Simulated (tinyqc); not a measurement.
Worked calculation: two-band massive Dirac model of the K valleys. Values are carried at full precision from step to step, so a last printed digit may differ when a step is redone from the rounded ones.

Basis (conduction, valence): H = [[D/2, a t (tau kx - i ky)], [a t (tau kx + i ky), -D/2 + lam tau sz]], valley tau = +/-1, spin sz = +/-1. The gap of a spin and valley is G = D - lam tau sz. Berry curvature Omega = curl of i<u|grad u>; for the conduction band Omega_c = -tau 2 a^2 t^2 G/(G^2 + 4 a^2 t^2 k^2)^(3/2), and Omega_v = -Omega_c.

Constants: hbar^2/2m0 = 3.80998211 eV angstrom^2.

Values chosen for the exercise (near those used for monolayer MoS2; the results hold for these values, not for the real material): a = 3.198 angstrom (lattice constant); D = 1.7 eV (gap parameter); t = 1.05 eV (effective hopping); lam = 0.073 eV (half the valence spin splitting); tau = 1 (valley); sz = 1 (spin); k = (0.072, 0.069) 1/angstrom (wave vector from the valley); h = 0.01 1/angstrom (side of the plaquette).

## Band edges of the four flavours

At k = 0: Ec = D/2, Ev = -D/2 + lam tau sz; mass m/m0 = c G/(a t)^2 for both bands, c = hbar^2/2m0; Omega_c(0) = -2 tau a^2 t^2/G^2.

Edges:

| tau | sz | Ec (eV) | Ev (eV) | G (eV) | mass (m0) | Omega_c (angstrom^2) |
|---|---|---|---|---|---|---|
| 1 | 1 | 0.8500 | -0.7770 | 1.6270 | 0.5498 | -8.519 |
| 1 | -1 | 0.8500 | -0.9230 | 1.7730 | 0.5991 | -7.174 |
| -1 | 1 | 0.8500 | -0.9230 | 1.7730 | 0.5991 | 7.174 |
| -1 | -1 | 0.8500 | -0.7770 | 1.6270 | 0.5498 | 8.519 |

The top of the valence band has spin up at tau = +1 and spin down at tau = -1: spin and valley are locked, with 146 meV between the two valence bands (A and B transitions at 1.627 and 1.773 eV, without exciton binding).

## H at one k

Fill in the matrix and diagonalise: E = lam tau sz/2 -/+ sqrt(G^2/4 + a^2 t^2 k^2).

H (eV):
```
                c               v
c          0.8500  0.2418-0.2317i
v  0.2418+0.2317i         -0.7770
```

levels (eV): -0.8432  0.9162

cos(theta) = G/(E+ - E-) = 0.9247

## Curvature, orbital moment and circular dichroism

Omega_c from the formula; orbital moment of both bands m = -tau (a t)^2 G/(c (G^2 + 4 a^2 t^2 k^2)) in Bohr magnetons (charge -e), c = hbar^2/2m0; interband strengths |P+/-|^2 proportional to (1 +/- tau cos(theta))^2 for P+/- = Px +/- i Py, and eta = (|P+|^2 - |P-|^2)/(|P+|^2 + |P-|^2) = 2 tau cos(theta)/(1 + cos^2(theta)).

Omega_c = -6.736 angstrom^2
orbital moment = -1.555 muB
eta = 0.9969

All three change sign with the valley. The selection rule, exact at k = 0, still holds to 99.7 % here.

## The curvature from a plaquette

Corners counter-clockwise around k, from (-h/2, -h/2); upper eigenvector u with its first component real and positive; Omega = -(sum of arg <u_j|u_(j+1)>)/h^2.

Corners:

| j | kx | ky | u_c | u_v | arg <u_j\|u_j+1> (rad) |
|---|---|---|---|---|---|
| 1 | 0.0670 | 0.0640 | 0.98337 | 0.13134+0.12546i | -0.002440 |
| 2 | 0.0770 | 0.0640 | 0.98086 | 0.14973+0.12445i | 0.002890 |
| 3 | 0.0770 | 0.0740 | 0.97853 | 0.14861+0.14282i | 0.002779 |
| 4 | 0.0670 | 0.0740 | 0.98097 | 0.13033+0.14395i | -0.002555 |

Omega_c from the plaquette = -6.735 angstrom^2

The formula at the centre gives -6.736; the plaquette averages over its area.

## Checks

- Curvature formula against a plaquette of side 1e-4: both -6.7363.
- Eta against the matrix elements of dH/dkx +/- i dH/dky: both 0.99695.

tinyqc: `OMP_NUM_THREADS=1 python tinyqc.py 1481062 1481063 out.jsonl`; about 0.01 s, one thread, shared Intel(R) Xeon(R) Processor @ 2.30GHz.
